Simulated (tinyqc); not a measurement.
Inside a calculation: smearing for a one-band metal on the bcc lattice. Values are carried at full precision from step to step, so a last printed digit may differ when a step is redone from the rounded ones.

Lattice vectors (units of a): a1 = (-1/2, 1/2, 1/2), a2 = (1/2, -1/2, 1/2), a3 = (1/2, 1/2, -1/2). E(k) = -t A_1(k) - t2 A_2(k), A_m the sum of cos(k . R) over the 8 nearest and 6 second lattice vectors. Mesh k = sum (j_i/N) b_i, j_i = 0 .. N-1.

Parameters, chosen for this exercise:
```
symbol  value  unit  meaning
t       0.5    eV    nearest hopping
t2      0.15   eV    second hopping
N       4            unshifted mesh
ne      0.75         electrons per cell
sigma   0.25   eV    width
```

## Levels on the mesh

Evaluate the band and collect equal energies with their counts.

Distinct levels:
```
E_k (eV)  points
-4.9000        1
-2.3000       12
-0.3000        6
0.3000        30
0.9000         2
1.7000        12
3.1000         1
```

7 distinct levels; the mean spacing is 1.333 eV.

## Fermi level with Gaussian smearing

With x = (E_k - mu)/sigma: Gaussian f = erfc(x)/2, s = exp(-x^2)/(2 sqrt(pi)). With weights w = points/N^d (d the dimension), mu solves 2 sum w f = ne; E = 2 sum w f E_k, S = 2 sum w s, F = E - sigma S.

Weights w = points/total. Bisection from the lowest and highest level; ten steps are shown.

Bisection:
```
step  low (eV)  high (eV)  mu (eV)  electrons
1      -4.9000     3.1000  -0.9000     0.4063
2      -0.9000     3.1000   1.1000     1.5858
3      -0.9000     1.1000   0.1000     0.7124
4       0.1000     1.1000   0.6000     1.4920
5       0.1000     0.6000   0.3500     1.1669
6       0.1000     0.3500   0.2250     0.9082
7       0.1000     0.2250   0.1625     0.7976
8       0.1000     0.1625   0.1313     0.7516
9       0.1000     0.1313   0.1156     0.7312
10      0.1156     0.1313   0.1234     0.7412
```

## Occupations and energies

Converge mu, then list x, f and s of each level and form the sums.

mu = 0.1300 eV

x, f and s of each level:
```
E_k (eV)       x       f       s
-4.9000   -20.12  1.0000  0.0000
-2.3000    -9.72  1.0000  0.0000
-0.3000    -1.72  0.9925  0.0146
0.3000      0.68  0.1682  0.1777
0.9000      3.08  0.0000  0.0000
1.7000      6.28  0.0000  0.0000
3.1000     11.88  0.0000  0.0000
```

E = -1.0242 eV
S = 0.1693
F = -1.0665 eV
(E + F)/2 = -1.0453 eV

Levels with f between 0.001 and 0.999: 2. (E + F)/2 removes the term in sigma^2 for this scheme. That argument needs a smooth density of states, and the number of distinct levels within 2 sigma of mu is only 2, so it may fail on this mesh.

## Checks

- The slope dF/d sigma by finite differences against -S: both -0.16933.
- The slope dF/d ne by finite differences against mu (eV): both 0.13004.

Run: tinyqc, `OMP_NUM_THREADS=1 python tinyqc.py 1651335 1651336 out.jsonl`; Intel(R) Xeon(R) Processor @ 2.30GHz, one thread, shared host; about 0.2 s of CPU time with all checks.
